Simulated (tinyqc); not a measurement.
Probe couplings from its potential.

Problem. One voltage probe p sits between leads L (mu = 1) and R (mu = 0) without magnetic field: mu_p = T_pL/(T_pL + T_pR), T_eff = T_RL + T_pL T_pR/(T_pL + T_pR). Find T_pL and T_pR.

T_RL = 0.17
mu_p = 0.69047619
T_eff = 0.25976190

Solution. T_eff - T_RL equals T_pL (1 - mu_p) and also T_pR mu_p.

T_pL = 0.2900
T_pR = 0.1300

Program tinyqc, `OMP_NUM_THREADS=1 python tinyqc.py 2700013 2700014 out.jsonl`; Intel Xeon 2.30GHz, shared host, one thread, about 0.01 s.
